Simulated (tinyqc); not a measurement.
Thermodynamics of metal silicides: hull, first phase, silicon consumed, nucleation and stability against SiO2: one step, computed by the program tinyqc.

Entropies of formation of the solids are neglected, so heats stand for free energies. Si fractions: M5Si3 0.3750, MSi 0.5000, MSi2 0.6667.

Task: Which phases are stable. A phase is stable if it lies below every straight line between a phase on its left and one on its right (M and Si at zero). Distance = its heat less the lowest such line, negative for a stable phase.

Inputs (values chosen for the exercise, of the order of those of titanium silicides for heats and volumes only): heat of formation of M5Si3 = -70.5 kJ/mol atoms; heat of formation of MSi = -67.6 kJ/mol atoms; heat of formation of MSi2 = -48.6 kJ/mol atoms.

Phases: M5Si3, MSi, MSi2.

Give: distance to the lowest tie line.

Result:

distance to the lowest tie line (kJ/mol atoms): M5Si3 -19.800, MSi -6.486, MSi2 -3.533

All three are stable.
